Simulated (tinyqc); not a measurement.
k.p values derived from sp3s* tight binding at Gamma: one step. Valence parameters L, M, N and the Luttinger values. Two cases, with inputs chosen for the exercise.

Task: Direct terms d0 = -(a/4)^2 pa pc Vxx, dN = -2 (a/4)^2 pa pc Vxy for P-. F = sum P^2/(E(P-) - E(s)) over S+, S-, s*a, s*c. The y state of P- couples to the z state of P+ through Q = (a/4) Vxy (pa p'c - pc p'a), primes for P+, and H1 = Q^2/(E(P-) - E(P+)). L = d0 + F, M = d0 + H1, N = dN + F + H1; g1 = -(L + 2M)/(3c), g2 = -(L - M)/(6c), g3 = -N/(6c).

At Gamma the states are two-level mixtures: s-like S+ (upper) and S- (lower) from [[Esa, Vss], [Vss, Esc]], p-like P- (valence) and P+ from [[Epa, Vxx], [Vxx, Epc]], and the bare s* levels. With real k in 1/angstrom and kz = 0, the phase sums over the four bonds are g0 = 1 - (a k/4)^2/2, g1 = i a kx/4, g3 = -(a/4)^2 kx ky to second order. Each mixture is written (anion, cation) with the anion part positive. c = hbar^2/2m0. No spin-orbit coupling.

Constants: hbar^2/2m0 = 3.80998211 eV angstrom^2.

Give: d0, dN, F, Q, H1 (eV angstrom^2; Q in eV angstrom); L, M, N; g1, g2, g3.

Case 1.

Values chosen (out of a larger set: near a published set for InP, fitted to gaps, whose masses and valley positions are rough; not measured data): a = 5.871 angstrom (lattice constant); Vxx = 1.881 eV (px-px); Vxy = 4.214 eV (px-py).

States:
```
state,E (eV),anion part,cation part
S-,-11.393665,0.8805101,0.4740275
P-,-0.000821,0.9065483,-0.4221022
S+,1.390665,0.4740275,-0.8805101
P+,4.914821,0.4221022,0.9065483
```

Couplings:
```
pair,P (eV angstrom),E(first) - E(second) (eV)
S+ to P-,-7.224916,1.391486
S+ to P+,-1.650254,-3.524156
S- to P-,2.318401,-11.392844
s*a to P-,-2.146088,8.251821
s*c to P-,5.951712,7.045821
```

Result:

d0, dN, F, Q, H1 (eV angstrom^2; Q in eV angstrom): 1.5506  6.9476  -42.6273  6.1851  -7.7824

L, M, N (eV angstrom^2): -41.077  -6.232  -43.462

g1, g2, g3: 4.684  1.524  1.901

Along [100] the masses without spin-orbit coupling are c/|L| = 0.093 (one band) and c/|M| = 0.611 (two bands).

Case 2.

Values chosen (out of a larger set: near a published set for GaSb, fitted to gaps, whose masses and valley positions are rough; not measured data): a = 6.101 angstrom (lattice constant); Vxx = 1.574 eV (px-px); Vxy = 4.114 eV (px-py).

States:
```
state,E (eV),anion part,cation part
S-,-12.039785,0.7950539,0.6065388
P-,0.000487,0.8783719,-0.4779779
S+,0.835785,0.6065388,-0.7950539
P+,3.749513,0.4779779,0.8783719
```

Couplings:
```
pair,P (eV angstrom),E(first) - E(second) (eV)
S+ to P-,-7.176749,0.835299
S+ to P+,1.292342,-2.913728
S- to P-,0.949854,-12.040272
s*a to P-,-3.634243,6.612513
s*c to P-,5.632253,5.970513
```

Result:

d0, dN, F, Q, H1 (eV angstrom^2; Q in eV angstrom): 1.5374  8.0364  -68.8970  6.2749  -10.5025

L, M, N (eV angstrom^2): -67.360  -8.965  -71.363

g1, g2, g3: 7.462  2.554  3.122

Along [100] the masses without spin-orbit coupling are c/|L| = 0.057 (one band) and c/|M| = 0.425 (two bands).

Computed by tinyqc, one run a case: `OMP_NUM_THREADS=1 python tinyqc.py N N+1 out.jsonl` with N = 1482802, 1482839; one thread of a shared Intel(R) Xeon(R) Processor @ 2.30GHz, about 0.01 s a run at most.
